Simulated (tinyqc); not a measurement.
Free and trapped electrons in a MOS channel with a dense trap tail: one step of the calculation.

p-type body, charge-sheet picture, full ionisation (an idealisation for deep acceptors), Boltzmann statistics for free electrons. e = Ec - EF at the surface. Acceptor-like traps of density D(E) = D0 + De exp(-E/Ew) at depth E below Ec, from 0 to Eu, hold n_t = integral of D(E)/(1 + exp((e - E)/Vt)). psi = Eg - Vt ln(Nv/Na) - e; N_dep = sqrt(2 eps0 eps_r Na (psi - Vt)/q); n_f = sqrt(N_dep^2 + 2 eps0 eps_r Vt Nc exp(-e/Vt)/q) - N_dep; Vg = Vfb + psi + q (N_dep + n_t + n_f)/Cox, Cox = eps0 eox/tox.

Problem. Charges and gate voltage. psi, N_dep, n_f and Vg as defined, with the n_t given; free share n_f/(n_f + n_t); apparent mobility mf n_f/(n_f + n_t); gate voltage spent on traps q n_t/Cox.

Inputs (values chosen for the exercise); band and dielectric values close to those of silicon:
```
symbol    value        unit                                   meaning
T           300           K                               temperature
Eg         1.12          eV                                  band gap
eps_r      11.8                                 relative permittivity
Nc      2.83e19       cm^-3    conduction-band density of states at T
Nv      2.67e19       cm^-3       valence-band density of states at T
eox         3.9                relative permittivity of the insulator
tox          30          nm                       insulator thickness
Na       3.5e15       cm^-3                          acceptor density
Vfb       -0.73           V  flat-band voltage without trapped charge
mf          230  cm^2/(V s)                mobility of free electrons
e         0.155          eV                    Ec - EF at the surface
```

Constants: q = 1.602176634e-19 C, kB = 1.380649e-23 J/K, Vt = kB T/q, eps0 = 8.8541878128e-14 F/cm where lengths are in cm. Results are converted to the units shown.

n_t = 2.8269221e11 cm^-2

Wanted: psi; N_dep; n_f; Vg; free share; apparent mobility; gate voltage spent on traps.

Solution.

psi = 0.7339 V
N_dep = 1.798e11 cm^-2
n_f = 5.702e10 cm^-2
Vg = 0.7270 V
free share = 16.79 %
apparent mobility = 38.61 cm^2/(V s)
gate voltage spent on traps = 0.3935 V

tinyqc, about 0.02 s, one thread, Intel Xeon 2.30GHz (shared host): `OMP_NUM_THREADS=1 python tinyqc.py 2222190 2222191 out.jsonl`
